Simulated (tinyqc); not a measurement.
What moves the results: shallow acceptor in the spherical four-band model. A value that a table varies takes the place of the one given here.

The ground state 1S3/2 has an L = 0 part f(r) and an L = 2 part g(r). In units of Ry* and a*, with Gaussians f_i = exp(-a_i r^2), g_i = r^2 exp(-a_i r^2), A = a_i + a_j and I(n) = Gamma((n + 1)/2)/(2 A^((n + 1)/2)): S_ff = I(2), S_gg = I(6), H_ff = (6 a_i a_j/A) I(2) - 2 I(1), H_gg = (14 a_i a_j/A) I(6) - 2 I(5), H_fg = -mu [15 I(2) - 20 a_j I(4) + 4 a_j^2 I(6)]; each function is then normalised. The split-off band is left out.

Converged values use 22 exponents 2.2^i, i = -7 to 14, for f and for g.

Units Ry* = Ry/(g1 eps^2) and a* = a0 eps g1; mu = (6 g3 + 4 g2)/(5 g1) is the spherical heavy-light coupling and delta = (g3 - g2)/g1 the cubic term, which is left out.

Constants: Ry = 13.60569312 eV; a0 (Bohr radius) = 0.5291772105 angstrom.

Values chosen for the exercise (near those of a shallow acceptor in Si, where the small spin-orbit splitting and strong warping make this model rough; not measured data):
- mus = (0.14, 0.37, 0.45, 0.65, 0.71, 0.84, 0.9) (couplings)
- rc = 2.1 angstrom (radius of the central cell)
- Vs = (3, 1, 0, -1, -2, -3, -4) eV (central-cell strengths)
- g1 = 4.28 (Luttinger gamma1)
- g2 = 0.34 (gamma2)
- g3 = 1.45 (gamma3)
- eps = 11.7 (dielectric constant)

## Strength of the heavy-light coupling

Ry* = 23.2223 meV

Converged values in Ry* and a*; the heavy-mass hydrogen model gives 1/(1 - mu).

Results:

| mu | binding (Ry*) | 1/(1 - mu) | ratio | L = 2 weight | <r> (a*) | binding (meV) |
|---|---|---|---|---|---|---|
| 0.14 | 1.018 | 1.163 | 0.875 | 0.008 | 1.478 | 23.6 |
| 0.37 | 1.142 | 1.587 | 0.720 | 0.059 | 1.340 | 26.5 |
| 0.45 | 1.228 | 1.818 | 0.675 | 0.088 | 1.260 | 28.5 |
| 0.65 | 1.653 | 2.857 | 0.579 | 0.190 | 0.970 | 38.4 |
| 0.71 | 1.906 | 3.448 | 0.553 | 0.230 | 0.853 | 44.3 |
| 0.84 | 3.126 | 6.250 | 0.500 | 0.332 | 0.541 | 72.6 |
| 0.90 | 4.768 | 10.000 | 0.477 | 0.388 | 0.363 | 110.7 |

What does this show, and why?

The binding starts as 1 + O(mu^2), 1.018 at mu = 0.14, since the coupling enters in second order, and reaches 4.77 at mu = 0.90. The ratio to the heavy-mass model falls from 0.88 to 0.48, towards about 0.44 as mu goes to 1: the bound hole is only partly heavy. The L = 2 weight grows to 0.39 and the radius shrinks by a factor 4.1.

## Central-cell correction

mu = 0.47009
a* = 26.499 angstrom

A short-range term V exp(-r^2/rc^2) is added (negative: attracts the hole); its elements are V S (A/(A + 1/rc^2))^(3/2) for f and ^(7/2) for g, in the same units.

Results:

| V (eV) | 1S binding (meV) | 2S binding (meV) | <r> (angstrom) | L = 2 weight |
|---|---|---|---|---|
| 3.0 | 26.3 | 7.57 | 36.3 | 0.094 |
| 1.0 | 27.9 | 7.79 | 34.2 | 0.095 |
| 0.0 | 29.1 | 7.95 | 32.8 | 0.097 |
| -1.0 | 30.9 | 8.17 | 30.9 | 0.098 |
| -2.0 | 33.7 | 8.49 | 28.4 | 0.100 |
| -3.0 | 38.4 | 8.97 | 25.1 | 0.103 |
| -4.0 | 47.1 | 9.72 | 20.9 | 0.107 |

What does this show, and why?

From V = 0 to -4 eV the 1S binding grows by 18.0 meV (62 %) and the 2S binding by 1.77 meV, so the chemical shift sits mainly in the ground state. A repulsion of 3 eV removes 2.9 meV. The slope is 8.67 meV per eV over the last step against 0.96 on the repulsive side, since attraction pulls the state into the cell: the route from a shallow to a deep level.

## What each parameter does

Converged values. Each row changes one parameter from the base and keeps the others.

Results:

| case | mu | Ry* (meV) | binding (meV) | <r> (angstrom) |
|---|---|---|---|---|
| base | 0.470 | 23.22 | 29.12 | 32.8 |
| g1 = 4.62 | 0.435 | 21.51 | 26.03 | 36.5 |
| g2 = 0.29 | 0.461 | 23.22 | 28.83 | 33.1 |
| g3 = 1.33 | 0.436 | 23.22 | 28.12 | 33.8 |
| eps = 10.7 | 0.470 | 27.77 | 34.82 | 30.0 |

What can be read from the table?

The largest shifts from the base row, up to three for each result and ties (the steps differ in size, so this ranks the rows, not the parameters). mu: g1 -0.035, g3 -0.034, g2 -0.009; unchanged at the printed digits by eps. Ry* (meV): eps +4.54, g1 -1.71; unchanged at the printed digits by g2 and g3. binding (meV): eps +5.70, g1 -3.10, g3 -1.00. <r> (angstrom): g1 +3.7, eps -2.8, g3 +1.0. g1 acts twice: it lowers Ry* and it lowers mu.

Program tinyqc; command `OMP_NUM_THREADS=1 python tinyqc.py 1280697 1280698 out.jsonl`; about 0.05 s on one thread of a shared Intel(R) Xeon(R) Processor @ 2.30GHz.
